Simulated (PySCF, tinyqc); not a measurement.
Worked calculation: CISD on RHF in the sto-3g basis, for H3-, spin multiplicity 1. The basis has no diffuse functions, so it cannot describe the extra electron: this is an exercise in the method, not the real anion. The lowest restricted solution is unstable here: a spin-polarised one lies 0.1497 hartree lower (PySCF). One step of it, computed by the program tinyqc.

Problem. CISD: determinants and Hamiltonian. Slater-Condon rules over spin orbitals, with the nuclear repulsion added and E(HF) subtracted on the diagonal.

one-electron integrals over orbitals h = C^T H C (hartree):
$$\begin{pmatrix}
-1.343324 & -0.068354 & 0.000000 \\
-0.068354 & -1.035443 & 0.000000 \\
0.000000 & 0.000000 & -0.996538
\end{pmatrix}$$

Two-electron integrals over orbitals (pq|rs), unique and non-zero (hartree):
```
(11|11) 0.530559    (21|11) -0.050528   (21|21) 0.072894    (22|11) 0.405264
(22|21) 0.118882    (22|22) 0.714808    (31|31) 0.199060    (32|31) -0.077342
(32|32) 0.033107    (33|11) 0.547120    (33|21) -0.081652   (33|22) 0.360077
(33|33) 0.596918
```

nuclear repulsion = 1.08847789 hartree

Hartree-Fock energy = -0.94842025 hartree

Give: determinants; H - E(HF) between determinants.

Solution.

Occupation strings over the orbitals (2 doubly, a alpha, b beta, 0 empty; spin orbitals ordered 1a 1b 2a 2b ...): 220 2ab a2b 2ba b2a 202 ab2 ba2 022

H - E(HF) between determinants (hartree):
```
         220      2ab      a2b      2ba      b2a      202      ab2      ba2
220   0.0000   0.0000   0.0000   0.0000   0.0000   0.0331   0.0773  -0.0773
2ab   0.0000  -0.1583   0.0043  -0.0331   0.0773   0.0000   0.0000   0.0000
a2b   0.0000   0.0043   0.3128   0.0773  -0.1991   0.0000   0.0000   0.0000
2ba   0.0000  -0.0331   0.0773  -0.1583   0.0043   0.0000   0.0000   0.0000
b2a   0.0000   0.0773  -0.1991   0.0043   0.3128   0.0000   0.0000   0.0000
202   0.0331   0.0000   0.0000   0.0000   0.0000   0.2750  -0.2048   0.2048
ab2   0.0773   0.0000   0.0000   0.0000   0.0000  -0.2048   0.2495  -0.0729
ba2  -0.0773   0.0000   0.0000   0.0000   0.0000   0.2048  -0.0729   0.2495
022   0.1991   0.0000   0.0000   0.0000   0.0000   0.0729  -0.0354   0.0354

         022
220   0.1991
2ab   0.0000
a2b   0.0000
2ba   0.0000
b2a   0.0000
202   0.0729
ab2  -0.0354
ba2   0.0354
022   0.6588
```
